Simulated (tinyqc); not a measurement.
Inside a calculation. Method: Pariser-Parr-Pople SCF with singles CI, for the molecule C1=CC=CC=CC=C1 (SMILES; centres numbered as the heavy atoms are written). One step of it, computed by the program tinyqc.

Question. PPP integrals. Ohno: gamma = 14.399645/sqrt(R^2 + a^2), a = 2 x 14.399645/(gamma_rr + gamma_ss); H_rr = -W_r - sum_(s != r) z_s gamma_rs; H_rs = beta for bonds.

Centres (angstrom, eV; a flat drawing with bonds scaled to 1.40 angstrom):
```
centre,x,y,core charge z,W,gamma_rr
1C,1.829000,0.000000,1,11.160000,11.130000
2C,1.293000,1.293000,1,11.160000,11.130000
3C,0.000000,1.829000,1,11.160000,11.130000
4C,-1.293000,1.293000,1,11.160000,11.130000
5C,-1.829000,0.000000,1,11.160000,11.130000
6C,-1.293000,-1.293000,1,11.160000,11.130000
7C,0.000000,-1.829000,1,11.160000,11.130000
8C,1.293000,-1.293000,1,11.160000,11.130000
```

Resonance integrals (eV):
```
i,j,beta
1,2,-2.600000
2,3,-2.600000
3,4,-2.600000
4,5,-2.600000
5,6,-2.600000
6,7,-2.600000
7,8,-2.600000
8,1,-2.600000
```

Give: repulsion gamma_rs; core matrix H.

Answer.

repulsion gamma_rs (eV):
```
,1C,2C,3C,4C,5C,6C,7C,8C
1C,11.130,7.555,4.979,3.980,3.711,3.980,4.979,7.555
2C,7.555,11.130,7.555,4.980,3.980,3.712,3.980,4.980
3C,4.979,7.555,11.130,7.555,4.979,3.980,3.711,3.980
4C,3.980,4.980,7.555,11.130,7.555,4.980,3.980,3.712
5C,3.711,3.980,4.979,7.555,11.130,7.555,4.979,3.980
6C,3.980,3.712,3.980,4.980,7.555,11.130,7.555,4.980
7C,4.979,3.980,3.711,3.980,4.979,7.555,11.130,7.555
8C,7.555,4.980,3.980,3.712,3.980,4.980,7.555,11.130
```

core matrix H (eV):
```
,1C,2C,3C,4C,5C,6C,7C,8C
1C,-47.898,-2.600,0.000,0.000,0.000,0.000,0.000,-2.600
2C,-2.600,-47.900,-2.600,0.000,0.000,0.000,0.000,0.000
3C,0.000,-2.600,-47.898,-2.600,0.000,0.000,0.000,0.000
4C,0.000,0.000,-2.600,-47.900,-2.600,0.000,0.000,0.000
5C,0.000,0.000,0.000,-2.600,-47.898,-2.600,0.000,0.000
6C,0.000,0.000,0.000,0.000,-2.600,-47.900,-2.600,0.000
7C,0.000,0.000,0.000,0.000,0.000,-2.600,-47.898,-2.600
8C,-2.600,0.000,0.000,0.000,0.000,0.000,-2.600,-47.900
```
